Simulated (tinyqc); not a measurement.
Comparisons within one model: heavy doping: gap narrowing, degeneracy and the minority density. A value that a table varies takes the place of the one given here.

F_j(eta) = (1/Gamma(j + 1)) integral_0^infinity x^j dx/(1 + exp(x - eta)), which tends to exp(eta) for eta << 0.

Empirical narrowing (Slotboom form, constants chosen for the exercise; published fits of this form give the apparent narrowing, here it is taken as the true one): dEg = E0 [ln(N/N0) + sqrt(ln(N/N0)^2 + C)].

Majority: N = Nc F_1/2(eta), eta the distance of EF beyond the majority band edge in kT. Degeneracy factor gam = F_1/2(eta)/exp(eta). ni0^2 = Nc Nv exp(-Eg/kT); product n p = ni0^2 gam exp(dEg/kT), dEg the true narrowing; apparent narrowing dEa = dEg + kT ln gam; minority density = n p/N.

Bipolar transistor with N as emitter doping: beta = K (N/NB) exp((dEa_B + dG - dEa_E)/kT), dEa_E = dEg(N) + kT ln gam, dEa_B = dEg(NB). For the sweep in T, Nc is scaled as (T/T0)^(3/2) from its value at T0 = T.

Constants: kB = 8.617333262e-05 eV/K.

Parameters, chosen for this exercise (gap and densities of states near those of Si at this temperature; narrowing constants near the fits for Si; not measured data): Eg = 1.127 eV (gap); Nc = 2.72e+19 1/cm^3 (conduction-band density of states); Nv = 1.14e+19 1/cm^3 (valence-band density of states); T = 300 K; E0 = 6.89 meV (narrowing scale); N0 = 1.1e+17 1/cm^3 (onset density); C = 0.5 (smoothing constant); N = 4.9e+19 1/cm^3 (ionised donors, equal to the majority density); NB = 1e+18 1/cm^3 (base doping); K = 5.5 (ratio (D_B W_E)/(D_E W_B)); dG = 80 meV (extra narrowing of the base by alloying).

## Narrowing against degeneracy

N takes the values listed; the last column is N over the factor gam exp(dEg/kT), the doping that a simple model would need to give the same minority density.

Results:
```
N (1/cm^3)    eta      gam  dEg (meV)  dEa (meV)  minority (1/cm^3)  effective doping (1/cm^3)
8.0e+16     -5.83    0.999        3.1        3.1                511                   7.09e+16
3.0e+17     -4.50    0.996       15.4       15.3                218                   1.66e+17
8.0e+17     -3.52    0.990       28.2       27.9                133                   2.72e+17
3.0e+18     -2.17    0.962       46.1       45.1               69.0                   5.25e+17
8.0e+18     -1.12    0.902       59.5       56.8               40.7                   8.89e+17
3.0e+19      0.48    0.681       77.6       67.7               16.5                   2.19e+18
8.0e+19      2.08    0.368       91.1       65.2               5.63                   6.42e+18
2.0e+20      4.38   0.0925      103.7       42.1              0.923                   3.92e+19
5.0e+20      8.32  0.00447      116.3      -23.6             0.0291                   1.25e+21
```

What can be read from the table?

dEg grows steadily to 116.3 meV, while the apparent value peaks at 67.7 meV for N = 3e+19 and falls to -23.6 meV as the Fermi level enters the band (a negative value is not met in measurements: parabolic bands with a fixed mass overstate the filling). N grows by a factor 38 from the third to the sixth row and the effective doping by 8.1: net of degeneracy, narrowing takes away 79 % of the factor gained by heavier doping.

## Current gain against temperature

Gain:
```
T (K)      beta  beta with dG = 0  without narrowing
150    1.17e+04              23.9                270
200    3.93e+03              37.8                270
250    2.11e+03              51.5                270
300    1.42e+03              64.2                270
350    1.08e+03              76.0                270
400         882              86.6                270
450         758              96.4                270
```

dEa_B + dG - dEa_E at T0 = 42.9 meV

How do the results move?

beta is 1.17e+04 at 150 K and 758 at 450 K, since the net exponent is positive: the gap is narrower in the base. At 300 K narrowing and degeneracy change the gain by a factor 0.238 and alloying the base by 22.1.

## What moves the minority density and the gain

All results formed anew. Each row changes one parameter from the base and keeps the others.

Results:
```
case                  dEg (meV)  dEa (meV)  minority (1/cm^3)      beta
base                      84.33      68.26               10.4  1.42e+03
N = 9.8e+19 1/cm^3        93.85      62.42               4.13  3.55e+03
E0 = 8.268 meV           101.19      85.12               19.9       940
N0 = 2.2e+17 1/cm^3       74.81      58.74               7.17  1.43e+03
Eg = 1.147 eV             84.33      68.26               4.78  1.42e+03
Nc = 3.54e+19 1/cm^3      84.33      71.91               15.5  1.23e+03
NB = 2e+18 1/cm^3         84.33      68.26               10.4  1.02e+03
```

What can be read from the table?

The largest shifts from the base row, up to three for each result and ties (the steps differ in size, so this ranks the rows, not the parameters). dEg (meV): E0 +16.87, N +9.52, N0 -9.52; unchanged at the printed digits by Eg, Nc and NB. dEa (meV): E0 +16.87, N0 -9.52, N -5.84; unchanged at the printed digits by Eg and NB. minority (1/cm^3): E0 +9.53, N -6.22, Eg -5.58; unchanged at the printed digits by NB. beta: N +2.14e+03, E0 -478, NB -399; unchanged at the printed digits by Eg.

Computed by tinyqc, a small Python program: `OMP_NUM_THREADS=1 python tinyqc.py 1652498 1652499 out.jsonl` (the numbers bound the seed that draws the inputs); one thread of a shared host (Intel(R) Xeon(R) Processor @ 2.30GHz), about 0.01 s for the whole set of steps.
